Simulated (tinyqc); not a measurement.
# Pillar capacitor in an array: capacitance, non-linearity, leakage and relaxation: what changes with what

A film between two metal electrodes, each interface adding a series capacitance ci. The small-signal permittivity is ek (1 + aq E^2); the field is found with the linear permittivity. Leakage J = J0 sinh(E/Ef). After a voltage step the film passes a relaxation current kr C V tt^(-nr), tt being the time in seconds. The sidewall is a coaxial capacitor with radii a = dm/2 and b = dm/2 + t, depth AR dm; the end face is left out.

Inputs (values chosen for the exercise); permittivity of the order of that of hafnium oxide: relative permittivity of the film ek = 20.2; film thickness t = 14 nm; capacitance of each electrode interface (dead layer and screening) ci = 68 uF/cm^2; quadratic field coefficient of the permittivity aq = 0.0033 cm^2/MV^2; bias V = 1.3 V; exponent of the relaxation current nr = 0.963; strength of the relaxation kr = 0.0029; leakage prefactor J0 = 8.5e-10 A/cm^2; field for an e-fold rise of the leakage Ef = 0.47 MV/cm; diameter of the pillar dm = 110 nm; aspect ratio, depth over diameter AR = 50; pitch of the square array pt = 200 nm; resistivity of the inner electrode rho = 230 uohm cm; duration of the write pulse t0 = 1e-8 s.

Constants: eps0 = 8.8541878128e-14 F/cm where lengths are in cm. Results are converted to the units shown.

Each table varies one quantity; the others keep the values above.

## Capacitance, non-linearity and leakage against thickness

Planar film: Cf = eps0 ek/t, 1/C = 1/Cf + 2/ci, EOT = 3.9 eps0/C, effective permittivity C t/eps0, E = (V/t) C/Cf; quadratic coefficient [C(V)/C - 1]/V^2 with Cf (1 + aq E^2) in C(V).

Capacitance, non-linearity and leakage against thickness:

| t (nm) | C (uF/cm^2) | EOT (nm) | effective permittivity | E (MV/cm) | quadratic coefficient (ppm/V^2) | J (A/cm^2) |
|---|---|---|---|---|---|---|
| 2.5 | 5.9105 | 0.58424 | 16.688 | 4.2960 | 29461 | 3.9633e-6 |
| 3.7 | 4.2322 | 0.81592 | 17.686 | 3.0762 | 16115 | 2.9570e-7 |
| 5.5 | 2.9680 | 1.1634 | 18.437 | 2.1573 | 8283.2 | 4.1856e-8 |
| 8.2 | 2.0497 | 1.6847 | 18.982 | 1.4898 | 4070.8 | 1.0098e-8 |
| 12 | 1.4279 | 2.4184 | 19.352 | 1.0378 | 2014.6 | 3.8204e-9 |
| 18 | 0.96542 | 3.5768 | 19.626 | 0.70171 | 934.15 | 1.7960e-9 |
| 27 | 0.64977 | 5.3144 | 19.814 | 0.47228 | 427.21 | 1.0053e-9 |
| 40 | 0.44133 | 7.8243 | 19.938 | 0.32078 | 198.32 | 6.2624e-10 |
| 60 | 0.29550 | 11.686 | 20.024 | 0.21478 | 89.297 | 4.0210e-10 |

C falls from 5.91 to 0.296 uF/cm^2 while the effective permittivity goes from 16.7 to 20.0 (ek = 20.2). EOT is a straight line in t with slope 3.9/ek = 0.193 and intercept 0.102 nm. The quadratic coefficient goes as t^(-1.54) between the first two rows and t^(-1.97) between the last two (-2 without interfaces), and J falls by 3.99 decades. For t = 2.5, 3.7 direct tunnelling, left out, would add to the leakage.

## Cell against the film thickness

Per length 1/c = ln(b/a)/(2 pi eps0 ek) + (1/a + 1/b)/(2 pi ci); cell capacitance c AR dm; per footprint over pt^2; fields c V/(2 pi eps0 ek r) at r = a and b; resistance of the inner electrode rho AR dm/(pi a^2); time constant R C/3 of the distributed line.

The same in every row: R (kohm) = 1.331.

Cell against the film thickness:

| t (nm) | cell capacitance (fF) | per footprint (uF/cm^2) | field at a (MV/cm) | field at b (MV/cm) | R C/3 (ps) |
|---|---|---|---|---|---|
| 4.7 | 67.78 | 169.5 | 2.592 | 2.388 | 30.07 |
| 6.3 | 52.59 | 131.5 | 2.011 | 1.805 | 23.34 |
| 8.5 | 40.49 | 101.2 | 1.549 | 1.341 | 17.97 |
| 11 | 32.34 | 80.86 | 1.237 | 1.031 | 14.35 |
| 15 | 24.75 | 61.88 | 0.9466 | 0.7437 | 10.98 |
| 21 | 18.64 | 46.59 | 0.7127 | 0.5158 | 8.269 |
| 28 | 14.74 | 36.84 | 0.5635 | 0.3734 | 6.538 |

As t goes from 4.7 to 28, the cell capacitance falls from 67.8 to 14.7 fF, the capacitance per footprint falls from 169 to 36.8 uF/cm^2, the ratio of the two fields rises from 1.09 to 1.51 and R C/3 falls from 30.1 to 6.54 ps; the time constant goes as t^(-0.87) between the first two rows and t^(-0.82) between the last two.

## Charge lost after writing

Planar film: Cf = eps0 ek/t, 1/C = 1/Cf + 2/ci, EOT = 3.9 eps0/C, effective permittivity C t/eps0, E = (V/t) C/Cf. A capacitor written for t0 and then left open loses, as a share of C V, kr (tt^(1 - nr) - t0^(1 - nr))/(1 - nr) by relaxation and J tt/(C V) by leakage; both are taken as small, and rows far outside that range are left out.

The same in every row: leakage current (nA/cm^2) = 2.790.

Charge lost after writing:

| tt (s) | relaxation current (nA/cm^2) | loss by relaxation (%) | loss by leakage (%) | total loss (%) |
|---|---|---|---|---|
| 1e-6 | 2.784e6 | 0.7365 | 1.743e-7 | 0.7365 |
| 1e-5 | 3.032e5 | 1.155 | 1.743e-6 | 1.155 |
| 0.0001 | 3.301e4 | 1.610 | 1.743e-5 | 1.610 |
| 0.001 | 3595 | 2.106 | 1.743e-4 | 2.106 |
| 0.01 | 391.5 | 2.645 | 0.001743 | 2.647 |
| 0.1 | 42.63 | 3.233 | 0.01743 | 3.251 |
| 1 | 4.642 | 3.873 | 0.1743 | 4.048 |
| 10 | 0.5055 | 4.570 | 1.743 | 6.313 |

The two currents are equal at tt = 1.70 s. The loss by relaxation grows from 0.736 to 4.57 %, by 0.418 points over the first decade and 0.697 over the last, while the loss by leakage grows tenfold a decade. Relaxation is the larger loss in every row.

Numbers from tinyqc (`OMP_NUM_THREADS=1 python tinyqc.py 2102079 2102080 out.jsonl`; about 0.01 s on one thread of a shared Intel Xeon 2.30GHz).
